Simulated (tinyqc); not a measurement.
# Gain factor and gap resistance from two string resistances

Question. At small bit-line voltage each of the 64 cells has the resistance 1/(K x) at overdrive x (no mobility reduction) in series with a gap resistance Rg. Find K, Rg and the share of the gaps at the higher overdrive.

resistance of a string of 64 equal cells at overdrives of 4.4 and 7.2 V (kohm): 1155.9502  858.23626

Answer. The resistance per cell is a straight line in 1/x with slope 1/K and intercept Rg.

K = 19.0 uA/V^2
Rg = 6.10 kohm
share of the gaps = 45.5 %

Program tinyqc, `OMP_NUM_THREADS=1 python tinyqc.py 2142097 2142098 out.jsonl`; Intel Xeon 2.30GHz, shared host, one thread, about 0.5 s.
